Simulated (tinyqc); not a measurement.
Planar ballistic transistor, top-of-the-barrier model: one step of the calculation.

At the top of the source barrier, states moving towards the drain are filled by the source (Fermi level 0) and states moving back by the drain (Fermi level -q Vd); nothing scatters. U is the shift of the band edge there, set by the capacitances CG, CD and CS (the total) and by the charge. Parabolic two-dimensional band; the source is grounded.

Question. Current, mean velocity and share of the gate voltage. N0 = gv m kB T/(pi hbar^2), CG = eps0 eox/tox, vT = sqrt(2 kB T/(pi m)), CS = CG/aG, n0 = n at U = 0 and Vd = 0. eta1 = -(E0 + U)/Vt, eta2 = eta1 - Vd/Vt, n = (N0/2)[F_0(eta1) + F_0(eta2)], F_0(x) = ln(1 + exp x). I = q (N0/2) vT [F_(1/2)(eta1) - F_(1/2)(eta2)] per width, F_(1/2)(x) = (2/sqrt(pi)) int_0^infinity u^(1/2)/(1 + exp(u - x)) du. Mean velocity I/(q n). CQ = (q/Vt) dn/d(eta1); the band edge follows the gate as -dU/dVg = aG/(1 + CQ/CS).

Inputs (values chosen for the exercise); mass and valleys close to those of gallium arsenide:
- T = 350 K (temperature)
- m = 0.0694 m0 (effective mass)
- gv = 1 (valley degeneracy)
- eox = 9 (relative permittivity of the gate insulator)
- tox = 1.2 nm (insulator thickness)
- aG = 0.92 (gate control CG/CS)
- E0 = 0.32 eV (band edge at the barrier top above the source Fermi level at zero bias)
- Vd = 0.6 V (drain voltage)

Constants: q = 1.602176634e-19 C, kB = 1.380649e-23 J/K, hbar = 1.054571817e-34 J s, m0 = 9.1093837015e-31 kg, Vt = kB T/q, eps0 = 8.8541878128e-14 F/cm where lengths are in cm. Results are converted to the units shown.

converged U = -0.53138056 eV

Find: eta1; n; I; mean velocity; CQ; -dU/dVg.

Answer.

eta1 = 7.008
n = 3.064e12 cm^-2
I = 2212 uA/um
mean velocity = 4.505e7 cm/s
CQ = 2.320 uF/cm^2
-dU/dVg = 0.6962 eV/V

The carriers from the source are degenerate (eta1 = 7.01), and the mean velocity is 2.04 times vT = sqrt(2 kB T/(pi m)) = 2.21e7 cm/s.

Computed by the program tinyqc: `OMP_NUM_THREADS=1 python tinyqc.py 2400113 2400114 out.jsonl`, one thread of a shared Intel Xeon 2.30GHz, about 0.02 s for the whole run.
